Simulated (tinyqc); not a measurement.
Spin coating of a resist or spin-on film: centrifugal thinning, evaporation and the final thickness (Emslie and Meyerhofer models): one step, computed by the program tinyqc. Command: `OMP_NUM_THREADS=1 python tinyqc.py 3111568 3111569 out.jsonl spincoat walk`. One thread of a shared host (Intel(R) Xeon(R) Processor @ 2.30GHz), about 0.08 s of CPU time with the checks.

A Newtonian film stays uniform over the wafer; solvent and solids have the same density and the concentration is uniform through the thickness.

Question. Thinning without evaporation. dh/dt = -K h^3 gives h = h0/sqrt(1 + 2 K h0^2 t); for long times h = 1/sqrt(2 K t).

Inputs (values chosen for the exercise, of the order of those of a polymer resist in an ester solvent): starting thickness h0 = 300 micrometre; time t = 3 s.

flow constant K = 2.553328e-04 1/(micrometre^2 s)

Give: h(t) without evaporation; long-time form; time 1/(2 K h0^2).

Answer.

h(t) without evaporation = 25.46 micrometre

long-time form = 25.55 micrometre

time 1/(2 K h0^2) = 0.02176 s

The long-time form is within 0.36 %: the starting thickness is forgotten.
